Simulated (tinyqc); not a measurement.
Diamond against structures with more neighbours: Stillinger-Weber potential for a tetrahedral semiconductor. Computed by tinyqc, a small Python program. Command: `OMP_NUM_THREADS=1 python tinyqc.py 3003679 3003680 out.jsonl swsi walk`. One thread of a shared host (Intel(R) Xeon(R) Processor @ 2.30GHz), about 0.03 s of CPU time with the checks.

With x = r/sigma: pair term eps A (B x^-4 - 1) exp(1/(x - a)); for each pair of neighbours j, k of atom i, three-body term eps lambda exp(gamma/(x_ij - a) + gamma/(x_ik - a)) (cos theta_jik + 1/3)^2; both vanish beyond x = a. A = 7.049556277, B = 0.6022245584, a = 1.8.

Inputs (values chosen for the exercise, modelled on silicon):

| quantity | value | unit |
|---|---|---|
| energy scale eps | 2.172 | eV |
| length scale sigma | 2.09 | angstrom |
| three-body strength lambda | 22.3 | - |
| gamma | 1.1 | - |

Method. Each structure is relaxed in its neighbour distance d (lowest minimum for d between sigma and 1.7 sigma), with all neighbours inside the cut-off, second shells too where they fall inside.

Energies per atom (eV):

| structure | first neighbours | d (angstrom) | pair | three-body | total | volume (angstrom^3) |
|---|---|---|---|---|---|---|
| diamond | 4 | 2.3459 | -4.3440 | 0.0000 | -4.3440 | 19.878 |
| simple cubic | 6 | 2.6878 | -5.1185 | 1.7870 | -3.3315 | 19.418 |
| bcc | 8 | 2.9025 | -4.7684 | 1.9011 | -2.8673 | 18.823 |
| fcc | 12 | 3.0268 | -4.6192 | 1.9858 | -2.6333 | 19.609 |

The order is diamond < simple cubic < bcc < fcc, the lowest two 1.012 eV apart. Against diamond the pair energy changes by -0.77 (simple cubic), -0.42 (bcc), -0.28 (fcc) eV, while angles away from 109.47 degrees cost 1.79, 1.90, 1.99 eV; the bonds stretch to 3.03 angstrom in fcc to weaken that penalty.

Extremes, crossings and ranges named in words are read from the listed rows.
